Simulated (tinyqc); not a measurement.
Undoped gate-all-around wire MOSFET, analytic charge model: one step of the calculation.

An undoped round wire of radius R under an insulator shell and a surrounding gate; long channel, electrons only, n = ni exp((psi - V)/Vt) with V the quasi-Fermi potential (0 at the source, Vd at the drain), constant mobility, no quantisation. The radial Poisson equation gives n(r) = n(0)/(1 - (1 - b) r^2/R^2)^2 with b = Q0/(Q + Q0). Q is the electron charge per area of the wire surface.

Question. Charge at the source by Newton steps. With V = 0: f = Q/Cox + Vt ln(Q/Q0) + Vt ln(1 + Q/Q0) - (Vg - V0); f' = 1/Cox + Vt/Q + Vt/(Q + Q0); Q(new) = Q - f/f'.

Inputs (values chosen for the exercise):
- T = 250 K (temperature)
- Vg = 1.08 V (gate voltage)

Constants: q = 1.602176634e-19 C, kB = 1.380649e-23 J/K, Vt = kB T/q. Results are converted to the units shown.

Q at the start = 11 nC/cm^2
Cox = 5.4142835 uF/cm^2
Q0 = 112.16025 nC/cm^2
V0 = 0.44987441 V

Wanted: f; f'; Q after iteration 1.

Answer.

f = -0.67610 V
f' = 0.0023181 V cm^2/nC
Q after iteration 1 = 302.66 nC/cm^2

Program tinyqc, `OMP_NUM_THREADS=1 python tinyqc.py 2460116 2460117 out.jsonl`; Intel Xeon 2.30GHz, shared host, one thread, about 0.03 s.
